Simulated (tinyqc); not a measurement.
Worked calculation: Kronig-Penney superlattice by transfer matrices. Values are carried at full precision from step to step, so a last printed digit may differ when a step is redone from the rounded ones.

Wells (width a, potential 0, mass mw) alternate with barriers (width b, height V0, mass mb); period d = a + b; c = hbar^2/2m0. The vector (psi, psi'/m) is continuous, and a layer of thickness t carries it by M = [[cos kt, (m/k) sin kt], [-(k/m) sin kt, cos kt]] with k = sqrt(m (E - V)/c); for E < V, k = i kappa gives [[cosh, (m/kappa) sinh], [(kappa/m) sinh, cosh]] of kappa t. A Bloch state obeys cos(q d) = tr(Mb Mw)/2.

Constants: hbar^2/2m0 = 3.80998211 eV angstrom^2; hbar = 6.58211957e-16 eV s.

Inputs chosen for the exercise (near those of a non-polar GaN superlattice with barriers of AlN; shifted at random, so the results belong to these values and not to a real crystal): a = 22 angstrom (well width); b = 6 angstrom (barrier width); V0 = 1.823 eV (barrier height); mw = 0.195 m0 (mass in the wells); mb = 0.315 m0 (mass in the barriers); E = 0.8412 eV (trial energy); F = 40 kV/cm (field along the axis).

## Layer matrices at one energy

Form the matrix of the well and of the barrier at E.

k in the well = 0.20749 1/angstrom
kappa in the barrier = 0.28491 1/angstrom

Mw (angstrom units):
```
          1         2
1  -0.14699  -0.92958
2    1.0525  -0.14699
```

Mb (angstrom units):
```
        1       2
1  2.8534  2.9547
2  2.4172  2.8534
```

## The matrix of one period

Multiply M = Mb Mw and take half the trace. If its size is at most 1, E lies in a miniband and q d = arccos(tr M/2); otherwise the state decays by exp(-arccosh|tr M/2|) a period.

M:
```
        1        2
1  2.6905  -3.0868
2  2.6480  -2.6664
```

tr M/2 = 0.0121
q d in a band, or the decay exponent in a gap = 1.559

E lies in a miniband; det M = 1.0000, as for any such product.

## Miniband edges

The edges are the energies where tr M/2 = +1 (q = 0) or -1 (q = pi/d); the first three minibands.

Minibands:
```
band  bottom (eV)  top (eV)  width (meV)
1          0.1876    0.2330         45.4
2          0.7532    0.9449        191.7
3          1.6720    2.1606        488.6
```

2 minibands of these lie wholly below V0. The first gap is 520.2 meV wide; the single well of width a has E1 = 0.2101 eV, inside the first miniband.

## Dispersion along the axis

Solve tr M/2 = cos(q d) inside each miniband at q d/pi = 0, 1/6, ..., 1. The cosine form is E_bottom + (W/2)(1 - cos q d) with the true width W.

Energies (eV):
```
q d/pi  band 1  cosine form  band 2
0.000   0.1876       0.1876  0.9449
0.167   0.1903       0.1907  0.9290
0.333   0.1977       0.1990  0.8890
0.500   0.2085       0.2103  0.8401
0.667   0.2202       0.2217  0.7954
0.833   0.2294       0.2300  0.7643
1.000   0.2330       0.2330  0.7532
```

The cosine form, which holds for hopping between neighbouring wells alone, misses band 1 by at most 1.9 meV, 4 % of its width.

## Mass along the axis

With f(E) = tr M/2, 1 - (q d)^2/2 = 1 + f'(E_bottom)(E - E_bottom) gives m_z = -2 c f'/d^2 (f' by a central difference of 1e-6 eV at the bottom of band 1). The cosine form gives 4 c/(W d^2), W the width of band 1 between tr M/2 = +1 and -1.

f' = -51.55 1/eV
m_z = 0.5010 m0
m_z of the cosine form = 0.4283 m0
W = 45.39 meV

The mass along the axis is 2.57 times mw.

## In a field along the axis

One-band picture: ladder spacing e F d, Bloch frequency e F d/(2 pi hbar), and extent W/(e F) of a Stark state, with W the width of band 1; 1 kV/cm = 1e-5 V/angstrom.

e F d = 11.200 meV
Bloch frequency = 2.708 THz
W/(e F d) = 4.05 periods

The state spreads over about 4 periods.

## Checks

- Bottom of band 1 from 121 plane waves (the mass step taken by inverting the matrix of m) against the transfer matrix, eV: both 0.1876.

(tinyqc, `OMP_NUM_THREADS=1 python tinyqc.py 1250941 1250942 out.jsonl`, Intel(R) Xeon(R) Processor @ 2.30GHz, 1 thread, shared host, about 0.04 s.)
